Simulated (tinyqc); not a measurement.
p-n heterojunction, non-linear Poisson equation by Newton steps, Fermi-Dirac statistics: one step of the calculation.

One dimension, material 1 (p-type) at x < 0 and material 2 (n-type) at x > 0. Band edges: Ec = -psi in material 1 and -psi + dEc in material 2, Ev = Ec - Eg. Flat quasi-Fermi levels: 0 for holes, +V for electrons. n = Nc F((EFn - Ec)/Vt), p = Nv F((Ev - EFp)/Vt), with F(eta) = F_1/2(eta) = (2/sqrt(pi)) int_0^infinity sqrt(u) du/(1 + exp(u - eta)) (Fermi-Dirac statistics); full ionisation, no interface charge, classical densities; the doping types are chosen for the exercise.

Question. Densities, residual and Jacobian diagonal. n_i = Nc F(a_n), a_n = (V - Ec_i)/Vt; p_i = Nv F(a_p), a_p = (Ec_i - Eg)/Vt; rho_i = p_i - n_i + C_i with C = -N1 or +N2; g_i = (Nc F'(a_n) + Nv F'(a_p))/Vt with F' = F_-1/2(eta) = (1/sqrt(pi)) int_0^infinity u^(-1/2) du/(1 + exp(u - eta)). Box widths w_i = (h_(i-1) + h_i)/2 in cm. Residual F_i = a_i (psi_(i+1) - psi_i) - a_(i-1) (psi_i - psi_(i-1)) + q rho_i w_i; Jacobian: a_(i-1) and a_i beside the diagonal, b_i = -a_(i-1) - a_i - q g_i w_i on it. The two end nodes are fixed.

Parameters, values chosen for the exercise; band and dielectric values close to those of InGaP and GaAs:
```
symbol,value,unit,meaning
T,250,K,temperature
Eg1,1.91,eV,band gap of material 1
Nc1,6.85e17,cm^-3,conduction-band density of states of material 1
Nv1,1.15e19,cm^-3,valence-band density of states of material 1
Eg2,1.4,eV,band gap of material 2
Nc2,3.32e17,cm^-3,conduction-band density of states of material 2
Nv2,6.98e18,cm^-3,valence-band density of states of material 2
dEc,-0.11,eV,conduction-band offset Ec2 - Ec1
N1,1.3e16,cm^-3,acceptor density of material 1
N2,4.8e16,cm^-3,donor density of material 2
V,0,V,bias of side 1 against side 2
```

Constants: q = 1.602176634e-19 C, kB = 1.380649e-23 J/K, Vt = kB T/q. Results are converted to the units shown.

```
node,x (nm),psi at the start (V),material
0,-774,-1.7638338,1
1,-378,-1.1559797,1
2,-174,-0.8428427,1
3,-68.3,-0.6805948,1
4,-14,-0.5972451,1
5,14,-0.5542655,2
6,48.1,-0.5019225,2
7,89.6,-0.4382206,2
8,140,-0.3608574,2
9,202,-0.2656883,2
10,277,-0.1505644,2
```

```
interval,coupling a_i (F/cm^2)
0,2.6830872e-8
1,5.2083458e-8
2,1.0052058e-7
3,1.9567266e-7
4,3.9609514e-7
5,3.4014622e-7
6,2.7949364e-7
7,2.3013861e-7
8,1.8708042e-7
9,1.5465315e-7
```

psi_L = -1.7638338 V
psi_R = -0.15056439 V

Give: n; p; residual F; diagonal b.

Answer.

```
node,n (cm^-3),p (cm^-3)
0,1.898e-18,1.300e16
1,3.405e-6,7250
2,6.994,0.003530
3,1.305e4,1.892e-6
4,6.248e5,3.951e-8
5,3.674e8,0.3777
6,4.172e9,0.03326
7,8.026e10,0.001729
8,2.911e12,4.766e-5
9,2.413e14,5.750e-7
10,4.800e16,2.747e-9
```

```
node,residual F (1e-8 C/cm^2),diagonal b (F/cm^2)
1,-6.248,-7.891e-8
2,-3.225,-1.526e-7
3,-1.666,-2.962e-7
4,-0.786,-5.918e-7
5,2.466,-7.362e-7
6,2.907,-6.196e-7
7,3.534,-5.096e-7
8,4.322,-4.173e-7
9,5.241,-3.540e-7
```

tinyqc, about 0.2 s, one thread, Intel Xeon 2.30GHz (shared host): `OMP_NUM_THREADS=1 python tinyqc.py 2040084 2040085 out.jsonl`
